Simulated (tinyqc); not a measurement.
Position of the support ring: thermal and gravitational stress in a wafer during furnace and rapid thermal processing, and the onset of slip. Computed by tinyqc, a small Python program. Command: `OMP_NUM_THREADS=1 python tinyqc.py 3015926 3015927 out.jsonl slip walk`. One thread of a shared host (Intel(R) Xeon(R) Processor @ 2.30GHz), about 0.01 s of CPU time with the checks.

A thin free disc in plane stress, isotropic; T(r) = T_centre + dT (r/R)^n with n = 2. Stress is positive in tension; sigma_SB = 5.670374419e-8 W/(m^2 K^4), g = 9.80665 m/s^2.

Inputs (values chosen for the exercise, for a model wafer):

| quantity | value | unit |
|---|---|---|
| wafer radius R | 150 | mm |
| thickness t | 775 | micrometre |
| Poisson ratio nu | 0.26 | - |
| density rho | 2330 | kg/m^3 |

Method. Own weight q = rho g t on a ring of radius b R, x = r/R: moments of an edge-supported plate, M_r = q R^2 (3 + nu)(1 - x^2)/16 and M_t = q R^2 [(3 + nu) - (1 + 3 nu) x^2]/16, less the uniform moment inside the ring load, q R^2 [(1 - nu)(1 - b^2) - 2 (1 + nu) ln b]/8; stress at the lower face = 6 M/t^2.

Stress at the lower face (MPa):

| b | centre | radial at ring | hoop at ring | largest in size |
|---|---|---|---|---|
| 0.40 | -0.64711 | -0.77687 | -0.71796 | 0.77687 |
| 0.50 | -0.33421 | -0.53695 | -0.44491 | 0.53695 |
| 0.60 | -0.06512 | -0.35707 | -0.22453 | 0.35707 |
| 0.65 | 0.05825 | -0.28439 | -0.12883 | 0.28439 |
| 0.70 | 0.17602 | -0.22136 | -0.04096 | 0.22136 |
| 0.75 | 0.28921 | -0.16696 | 0.04013 | 0.28921 |
| 0.80 | 0.39866 | -0.12036 | 0.11527 | 0.39866 |
| 0.90 | 0.60892 | -0.04797 | 0.25025 | 0.60892 |
| 1.00 | 0.81097 | 0.00000 | 0.36817 | 0.81097 |

What follows from these numbers?

Among these rows the largest stress is least, 0.221 MPa, for a ring at 0.7 R, 3.7 times below edge support: the overhang balances the sag of the centre. All values scale as R^2/t.

Extremes, crossings and ranges named in words are read from the listed rows.
